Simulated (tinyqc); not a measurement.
Hole mobility in a silicon inversion layer, empirical terms and Matthiessen rule: one step of the calculation.

Inversion layer of sheet density Ns on a uniformly doped body. The mobility terms are empirical power laws with prefactors chosen for the exercise; adding their inverses (Matthiessen) is itself an approximation.

Problem. Split C-V extraction. Q(Vg) is the trapezoid sum of Cgc from the first point (where Q is taken as 0); mu_eff = I/((W/L) Q Vd); mu_FE = (dI/dVg)/((W/L) Cox Vd) with a backward difference. Listed from point 4 on.

Inputs (values chosen for the exercise); material values close to those of silicon:
- Cox = 0.62 uF/cm^2 (gate capacitance)
- WL = 20 (ratio W/L)
- Vd = 0.02 V (drain voltage)

Vg, point 0 to 12 (V): [0.1, 0.15, 0.2, 0.25, 0.3, 0.35, 0.4, 0.45, 0.5, 0.55, 0.6, 0.65, 0.7]
Cgc, point 0 to 12 (uF/cm^2): [6.6934354e-6, 3.5977518e-5, 1.9334083e-4, 0.0010378488, 0.0055381858, 0.028649700, 0.12810131, 0.36165018, 0.54726928, 0.60504112, 0.61716136, 0.61946993, 0.61990132]
I, point 0 to 12 (uA): [2.1185006e-11, 6.1208085e-10, 1.7679880e-8, 5.0998904e-7, 1.4604642e-5, 4.0261653e-4, 0.0092602007, 0.11655334, 0.56405378, 1.3711547, 2.3749696, 3.4750634, 4.6255373]

Find: Q; mu_eff; mu_FE.

Solution.

Q, point 4 to 12 (uC/cm^2): [2.020e-4, 0.001057, 0.004975, 0.01722, 0.03994, 0.06875, 0.09931, 0.1302, 0.1612]
mu_eff, point 4 to 12 (cm^2/(V s)): [0.1808, 0.9526, 4.653, 16.92, 35.30, 49.86, 59.79, 66.71, 71.73]
mu_FE, point 4 to 12 (cm^2/(V s)): [0.001137, 0.03129, 0.7143, 8.653, 36.09, 65.09, 80.95, 88.72, 92.78]

At the last point mu_FE is 29 % above mu_eff.

Computed by the program tinyqc: `OMP_NUM_THREADS=1 python tinyqc.py 2510104 2510105 out.jsonl`, one thread of a shared Intel Xeon 2.30GHz, about 0.01 s for the whole run.
